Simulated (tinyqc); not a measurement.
Planar ballistic transistor, top-of-the-barrier model: two steps of the calculation.

At the top of the source barrier, states moving towards the drain are filled by the source (Fermi level 0) and states moving back by the drain (Fermi level -q Vd); nothing scatters. U is the shift of the band edge there, set by the capacitances CG, CD and CS (the total) and by the charge. Parabolic two-dimensional band; the source is grounded.

Values chosen for this exercise; mass and valleys close to those of germanium:

| symbol | value | unit | meaning |
|---|---|---|---|
| T | 77 | K | temperature |
| m | 0.126 | m0 | effective mass |
| gv | 4 |  | valley degeneracy |
| eox | 3.9 |  | relative permittivity of the gate insulator |
| tox | 2.9 | nm | insulator thickness |
| aG | 0.96 |  | gate control CG/CS |
| aD | 0.039 |  | drain control CD/CS |
| E0 | 0.2 | eV | band edge at the barrier top above the source Fermi level at zero bias |
| Vg | 0.59 | V | gate voltage |
| Vd | 0.2 | V | drain voltage |

Constants: q = 1.602176634e-19 C, kB = 1.380649e-23 J/K, hbar = 1.054571817e-34 J s, m0 = 9.1093837015e-31 kg, Vt = kB T/q, eps0 = 8.8541878128e-14 F/cm where lengths are in cm. Results are converted to the units shown.

Question 1. Density of states, capacitances and charge at zero bias. N0 = gv m kB T/(pi hbar^2), CG = eps0 eox/tox, vT = sqrt(2 kB T/(pi m)), CS = CG/aG, n0 = n at U = 0 and Vd = 0. eta1 = -(E0 + U)/Vt, eta2 = eta1 - Vd/Vt, n = (N0/2)[F_0(eta1) + F_0(eta2)], F_0(x) = ln(1 + exp x). UL = -(aG Vg + aD Vd).

Wanted: N0; CG; CS; n0; UL.

Answer 1.

N0 = 1.397e12 cm^-2
CG = 1.191 uF/cm^2
CS = 1.240 uF/cm^2
n0 = 0.1135 cm^-2
UL = -0.5742 eV

Question 2. Self-consistent potential at the barrier top. U(out) = UL + q (n - n0)/CS. Newton step: U(new) = U + (U(out) - U)/(1 + CQ/CS), CQ = (q/Vt) dn/d(eta1) with both F' summed; F_0'(x) = 1/(1 + exp(-x)).

U at the start (U = UL) = -0.5742 eV
N0 = 1.3969837e12 cm^-2
CS = 1.2403496 uF/cm^2
n0 = 0.11346408 cm^-2
UL = -0.5742 eV

Wanted: eta1; eta2; n; U(out); CQ; U after iteration 1.

Answer 2.

eta1 = 56.39
eta2 = 26.25
n = 5.773e13 cm^-2
U(out) = 6.883 eV
CQ = 33.73 uF/cm^2
U after iteration 1 = -0.3097 eV

Program tinyqc, `OMP_NUM_THREADS=1 python tinyqc.py 2400056 2400057 out.jsonl`; Intel Xeon 2.30GHz, shared host, one thread, about 0.01 s.
